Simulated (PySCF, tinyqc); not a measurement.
FCI on RHF in the sto-3g basis, for H4, spin multiplicity 1, step by step. The lowest restricted solution is unstable here: a spin-polarised one lies 0.0172 hartree lower (PySCF). Computed by tinyqc, a small Python program that keeps every step (integrals from PySCF). Settings: charge = 0, multiplicity = 1, basis = sto-3g, method = RHF, energy threshold = 1e-10, iteration cap = 58, orthogonalisation = symmetric, start = core, DIIS depth = 6, ci = FCI. Command: `OMP_NUM_THREADS=1 python tinyqc.py 22346 22347 out.jsonl` (the two numbers bound the seeds that draw the settings). One thread of a shared host (Intel(R) Xeon(R) Processor @ 2.60GHz), about 0.07 s of CPU time with the checks. The early iterations of the SCF are left out here.

## One-electron integrals

Geometry (angstrom):
```
atom       x       y       z
H     0.0000  0.0000  0.0000
H     0.0000  0.0000  1.2740
H     0.0000  0.0000  3.2060
H     0.0000  0.0000  4.4800
```

Basis sto-3g: exponents (1/bohr^2) and contraction coefficients of normalised primitives:
```
element  l (shell)  exponent  coefficient
H            s (1)    3.4253       0.1543
H            s (1)    0.6239       0.5353
H            s (1)    0.1689       0.4446
```

Overlap, kinetic and nuclear-attraction integrals over the contracted functions; the nuclear repulsion is the sum of Za Zb / Rab.

nuclear repulsion = 1.552871 hartree

overlap S, lower triangle:
```
        1H 1s   2H 1s   3H 1s   4H 1s
1H 1s  1.0000
2H 1s  0.3511  1.0000
3H 1s  0.0117  0.1332  1.0000
4H 1s  0.0005  0.0117  0.3511  1.0000
```

kinetic energy T (hartree), lower triangle:
```
         1H 1s    2H 1s   3H 1s   4H 1s
1H 1s   0.7600
2H 1s   0.0382   0.7600
3H 1s  -0.0050  -0.0091  0.7600
4H 1s  -0.0004  -0.0050  0.0382  0.7600
```

nuclear attraction V (hartree), lower triangle:
```
         1H 1s    2H 1s    3H 1s    4H 1s
1H 1s  -1.9209
2H 1s  -0.6191  -2.0765
3H 1s  -0.0179  -0.2143  -2.0765
4H 1s  -0.0007  -0.0179  -0.6191  -1.9209
```

core Hamiltonian H = T + V (hartree), lower triangle:
```
         1H 1s    2H 1s    3H 1s    4H 1s
1H 1s  -1.1608
2H 1s  -0.5809  -1.3165
3H 1s  -0.0229  -0.2234  -1.3165
4H 1s  -0.0011  -0.0229  -0.5809  -1.1608
```

## Two-electron integrals

Functions are numbered as in S; the eight-fold symmetry (ij|kl) = (ji|kl) = (kl|ij) leaves the list below.

Two-electron integrals (ij|kl) in chemists' order, unique and non-zero (hartree):
```
(11|11) 0.7746     (21|11) 0.2011     (21|21) 0.0737     (22|11) 0.3981
(22|21) 0.2011     (22|22) 0.7746     (31|11) 0.0040     (31|21) 0.0018
(31|22) 0.0062     (31|31) 6.26e-05   (32|11) 0.0324     (32|21) 0.0158
(32|22) 0.0635     (32|31) 0.0007     (32|32) 0.0092     (33|11) 0.1651
(33|21) 0.0732     (33|22) 0.2727     (33|31) 0.0040     (33|32) 0.0635
(33|33) 0.7746     (41|11) 1.18e-04   (41|21) 5.57e-05   (41|22) 2.14e-04
(41|31) 2.46e-06   (41|32) 3.16e-05   (41|33) 2.14e-04   (41|41) 1.10e-07
(42|11) 0.0022     (42|21) 0.0010     (42|22) 0.0040     (42|31) 5.00e-05
(42|32) 0.0007     (42|33) 0.0062     (42|41) 2.46e-06   (42|42) 6.26e-05
(43|11) 0.0486     (43|21) 0.0207     (43|22) 0.0732     (43|31) 0.0010
(43|32) 0.0158     (43|33) 0.2011     (43|41) 5.57e-05   (43|42) 0.0018
(43|43) 0.0737     (44|11) 0.1181     (44|21) 0.0486     (44|22) 0.1651
(44|31) 0.0022     (44|32) 0.0324     (44|33) 0.3981     (44|41) 1.18e-04
(44|42) 0.0040     (44|43) 0.2011     (44|44) 0.7746
```

## Orthogonalisation

S = U s U^T; symmetric (Loewdin) form X = U s^(-1/2) U^T, so that X^T S X = 1.

eigenvalues of S: 0.5874  0.6980  1.2790  1.4356

X, lower triangle:
```
         1H 1s    2H 1s    3H 1s   4H 1s
1H 1s   1.0513
2H 1s  -0.1923   1.0590
3H 1s   0.0141  -0.0758   1.0590
4H 1s  -0.0029   0.0141  -0.1923  1.0513
```

## Starting guess

The start is the orbitals of the core Hamiltonian; D = 2 C_occ C_occ^T.

D at the start, lower triangle:
```
         1H 1s    2H 1s   3H 1s   4H 1s
1H 1s   0.3311
2H 1s   0.6276   1.2293
3H 1s  -0.1086   0.0118  1.2293
4H 1s  -0.1141  -0.1086  0.6276  0.3311
```

## Iteration 9 (converged): orbitals

converged F (hartree), lower triangle:
```
         1H 1s    2H 1s    3H 1s    4H 1s
1H 1s  -0.1761
2H 1s  -0.3755  -0.1847
3H 1s  -0.0228  -0.0998  -0.1847
4H 1s   0.0061  -0.0228  -0.3755  -0.1761
```

Diagonalise F' = X^T F X, C = X C', fill 2 alpha and 2 beta electrons from the bottom; D = 2 C_occ C_occ^T. Each column has its largest component positive (the first on a tie).

F' = X^T F X (hartree), lower triangle:
```
         1        2        3        4
1  -0.0498
2  -0.3595  -0.0464
3   0.0179  -0.0945  -0.0464
4   0.0028   0.0179  -0.3595  -0.0498
```

orbital energies (hartree): MO1 -0.4388, MO2 -0.3830, MO3 0.2509, MO4 0.3785

coefficients C:
```
          MO1      MO2      MO3      MO4
1H 1s  0.3923   0.4647   0.6415  -0.6008
2H 1s  0.4411   0.4188  -0.5519   0.6999
3H 1s  0.4411  -0.4188  -0.5519  -0.6999
4H 1s  0.3923  -0.4647   0.6415   0.6008
```

D after iteration 9, lower triangle:
```
         1H 1s    2H 1s   3H 1s   4H 1s
1H 1s   0.7396
2H 1s   0.7353   0.7400
3H 1s  -0.0432   0.0384  0.7400
4H 1s  -0.1242  -0.0432  0.7353  0.7396
```

## Convergence

Stop when the energy changes by less than 1e-10 hartree and every element of the error matrix X^T (F D S - S D F) X is below 3e-06.

Course of the cycle:
```
iteration  E (hartree)     change  largest element of the error matrix
1            -1.807733          -                             3.39e-01
2            -1.957885  -1.50e-01                             6.26e-02
3            -1.962541  -4.66e-03                             1.53e-03
4            -1.962543  -1.64e-06                             1.16e-03
5            -1.962546  -3.03e-06                             1.04e-04
6            -1.962546  -1.48e-08                             6.56e-05
7            -1.962546  -4.80e-09                             4.66e-05
8            -1.962546  -4.92e-09                             1.67e-07
9            -1.962546  -5.24e-14                             4.31e-09
```

PySCF RHF in the same basis = -1.962546 hartree

Converged in 9 iterations.

## Populations, bond orders and dipole

Mulliken: Z minus the diagonal of D S on the atom; Loewdin: the same with S^(1/2) D S^(1/2); Mayer order: 2 sum_s sum (D(s) S)_ij (D(s) S)_ji over the two atoms.

Charges (e):
```
atom  Mulliken  Loewdin
1H      0.0028   0.0019
2H     -0.0028  -0.0019
3H     -0.0028  -0.0019
4H      0.0028   0.0019
```

Mayer bond orders:
```
pair      order
2-1      0.9834
3-1   -4.09e-04
3-2      0.0170
4-1      0.0170
4-2   -4.09e-04
4-3      0.9834
```

dipole moment about the origin, x y z (debye): 0.0000  0.0000  0.0000

## Integrals over molecular orbitals

(pq|rs) = sum C_ip C_jq C_kr C_ls (ij|kl), one index at a time.

one-electron integrals over orbitals h = C^T H C (hartree), lower triangle:
```
         1        2        3        4
1  -1.3748
2   0.0000  -1.3188
3   0.0847   0.0000  -1.0393
4   0.0000  -0.0754   0.0000  -0.9695
```

Two-electron integrals over orbitals (pq|rs), unique and non-zero (hartree):
```
(11|11) 0.3816    (21|21) 0.1999    (22|11) 0.3772    (22|22) 0.3813
(31|11) -0.0323   (31|22) -0.0028   (31|31) 0.1130    (32|21) 0.0469
(32|32) 0.1069    (33|11) 0.3767    (33|22) 0.3784    (33|31) -0.0047
(33|33) 0.3906    (41|21) 0.0097    (41|32) -0.0955   (41|41) 0.1003
(42|11) 0.0378    (42|22) 0.0095    (42|31) -0.1137   (42|33) 0.0071
(42|42) 0.1167    (43|21) -0.1992   (43|32) -0.0492   (43|41) -0.0082
(43|43) 0.2108    (44|11) 0.3935    (44|22) 0.3890    (44|31) -0.0351
(44|33) 0.3990    (44|42) 0.0402    (44|44) 0.4190
```

## FCI: determinants and Hamiltonian

Hartree-Fock energy = -1.962546 hartree

Slater-Condon rules over spin orbitals, with the nuclear repulsion added and E(HF) subtracted on the diagonal. Only determinants linked to the reference directly or through others are kept (one block of an abelian symmetry group), so some states are absent.

Occupation strings over the orbitals (2 doubly, a alpha, b beta, 0 empty; spin orbitals ordered 1a 1b 2a 2b ...): 2200 2a0b a2b0 2b0a b2a0 aabb 2020 abab 2002 abba baab 0220 baba 0202 bbaa a0b2 0a2b b0a2 0b2a 0022

H - E(HF) between determinants (hartree), lower triangle:
```
         2200     2a0b     a2b0     2b0a     b2a0     aabb     2020     abab
2200   0.0000
2a0b   0.0000   0.4893
a2b0   0.0000   0.0855   0.4260
2b0a   0.0000  -0.1167   0.1137   0.4893
b2a0   0.0000   0.1137  -0.1130   0.0855   0.4260
aabb   0.0182  -0.0228  -0.0282   0.0000   0.0000   0.7160
2020   0.1069  -0.0492  -0.0469   0.0492   0.0469  -0.0955   0.7400
abab   0.0955   0.0469   0.0492  -0.0082  -0.0097  -0.1069  -0.1037   0.8970
2002   0.1167   0.0308   0.0000  -0.0308   0.0000   0.1137   0.2108  -0.1992
abba  -0.1137   0.0000  -0.0307   0.0323   0.0000  -0.1167   0.1992  -0.2108
baab  -0.1137  -0.0323   0.0000   0.0000   0.0307  -0.1130   0.1992  -0.1999
0220   0.1130   0.0000   0.0276   0.0000  -0.0276   0.1137   0.1999  -0.1992
baba   0.0955   0.0082   0.0097  -0.0469  -0.0492  -0.1003  -0.1037   0.0000
0202   0.1003  -0.0097  -0.0082   0.0097   0.0082  -0.0955   0.0000  -0.1037
bbaa   0.0182   0.0000   0.0000   0.0228   0.0282   0.0000  -0.0955  -0.1003
a0b2   0.0000  -0.1137   0.1167   0.0182   0.0000   0.0000   0.0082  -0.0492
0a2b   0.0000   0.1130  -0.1137   0.0000   0.0182   0.0047   0.0097  -0.0469
b0a2   0.0000   0.0182   0.0000  -0.1137   0.1167   0.0000  -0.0082   0.0097
0b2a   0.0000   0.0000   0.0182   0.1130  -0.1137   0.0000  -0.0097   0.0082
0022   0.0000   0.0000   0.0000   0.0000   0.0000   0.0182   0.1003   0.0955

         2002     abba     baab     0220     baba     0202     bbaa     a0b2
2002   1.0010
abba   0.0855   0.9196
baab   0.0855   0.0000   0.9196
0220   0.0000   0.0855   0.0855   0.8709
baba  -0.1992  -0.1999  -0.2108  -0.1992   0.8970
0202   0.1999   0.1992   0.1992   0.2108  -0.1037   1.0618
bbaa   0.1137  -0.1130  -0.1167   0.1137  -0.1069  -0.0955   0.7160
a0b2  -0.0094   0.0590   0.0000   0.0000  -0.0097   0.0469   0.0000   1.2319
0a2b   0.0000   0.0000   0.0504  -0.0025  -0.0082   0.0492   0.0000   0.0855
b0a2   0.0094   0.0000  -0.0590   0.0000   0.0492  -0.0469   0.0000  -0.1130
0b2a   0.0000  -0.0504   0.0000   0.0025   0.0469  -0.0492  -0.0047   0.1137
0022   0.1130  -0.1137  -0.1137   0.1167   0.0955   0.1069   0.0182   0.0182

         0a2b     b0a2     0b2a    0022
0a2b   1.1652
b0a2   0.1137   1.2319
0b2a  -0.1167   0.0855   1.1652
0022   0.0282  -0.0182  -0.0282  1.4817
```

## FCI: roots

Diagonalise (each vector has its largest component positive (the first on a tie)); all determinants have Ms = 0, so triplets appear too. The lowest singlet root is the correlation energy.

lowest roots of this matrix, relative to E(HF) (hartree): -0.1172  0.0813  0.2432  0.2791  0.5077  0.5279  0.5800  0.6996

lowest vectors:
```
       root 1   root 2   root 3  root 4
2200   0.9300   0.0000   0.0133  0.0000
2a0b   0.0075  -0.4484   0.1481  0.0000
a2b0   0.0098   0.5123   0.1889  0.0000
2b0a  -0.0075  -0.4484  -0.1481  0.0000
b2a0  -0.0098   0.5123  -0.1889  0.0000
aabb  -0.0117   0.0059   0.2571  0.4082
2020  -0.1560   0.0000   0.5268  0.0000
abab  -0.1200  -0.0027  -0.1402  0.4082
2002  -0.1162   0.0000  -0.3628  0.0000
abba   0.1317   0.0529  -0.1170  0.4082
baab   0.1317  -0.0529  -0.1170  0.4082
0220  -0.1288   0.0000  -0.4353  0.0000
baba  -0.1200   0.0027  -0.1402  0.4082
0202  -0.1087   0.0000   0.2923  0.0000
bbaa  -0.0117  -0.0059   0.2571  0.4082
a0b2  -0.0076  -0.1273  -0.0234  0.0000
0a2b  -0.0060   0.1318  -0.0155  0.0000
b0a2   0.0076  -0.1273   0.0234  0.0000
0b2a   0.0060   0.1318   0.0155  0.0000
0022   0.0684   0.0000   0.0002  0.0000
```

<S^2> of these roots: 0.0000  2.0000  0.0000  6.0000  0.0000  2.0000  0.0000  0.0000

weight of the ground state by excitation level 0, 1, 2, ...: 0.8649  0.0003  0.1300  0.0002  0.0047

The reference has a weight of only 0.86: one determinant is a poor start here.
